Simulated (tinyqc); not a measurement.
Strength of the attraction: Bethe-Salpeter matrix of a two-band square lattice (Tamm-Dancoff form).

One valence and one conduction band, lattice period 1, mesh k = 2 pi j/N along each axis (first index slowest). Pair energies D(k) = Eg + 2 t sum(1 - cos k), t = tc + tv. Screened attraction W(R) = U at R = 0 and V/|R| otherwise, R over the N x N cells with the nearest image; W(q) = sum_R W(R) cos(q R). H(k, k') = D(k) delta - W(k - k')/Nk + 2 J/Nk for singlets (J = 0 for triplets), Nk the number of k points. With a constant transition dipole the strength of a state is f = (sum_k A_k)^2/Nk, and the f sum to 1.

Values chosen for the exercise:
```
symbol  value                           unit  meaning
Eg      4.7                             eV    quasiparticle gap
tc      0.14                            eV    conduction hopping
tv      0.19                            eV    valence hopping
U       1.08                            eV    attraction in the same cell
V       0.63                            eV    attraction at one cell distance
fs      (0.1, 0.25, 0.5, 1, 1.5, 2, 3)        scale factors of U and V
```

Triplets, N = 24; U and V scaled together, as weaker screening would do. f is the weight at R = 0.

Results:
```
scale   U/t  binding (eV)      f  Eg - second level (eV)
0.10   0.33        0.0118  0.011                 -0.0078
0.25   0.82        0.0503  0.054                  0.0093
0.50   1.64        0.1586  0.142                  0.0320
1.0    3.27        0.4659  0.331                  0.1357
1.5    4.91        0.8491  0.505                  0.2979
2.0    6.55        1.2812  0.640                  0.5041
3.0    9.82        2.2302  0.801                  0.9938
```

On a mesh 1.5 times finer the binding changes by more than 5 % at scale 0.1, so there it is set by the mesh. The binding grows with exponent 1.66 between scales 0.25 and 0.5 and 1.37 over the last two rows (about 2 for a wide, hydrogen-like pair, 1 for a pair held in one cell). f rises from 0.011 to 0.801. On this mesh a second level lies below the gap from scale 0.25 on; in an infinite lattice the tail V/|R| binds a whole series at any scale. 

Run: tinyqc, `OMP_NUM_THREADS=1 python tinyqc.py 1282062 1282063 out.jsonl`; Intel(R) Xeon(R) Processor @ 2.30GHz, one thread, shared host; about 1 s of CPU time with all checks.
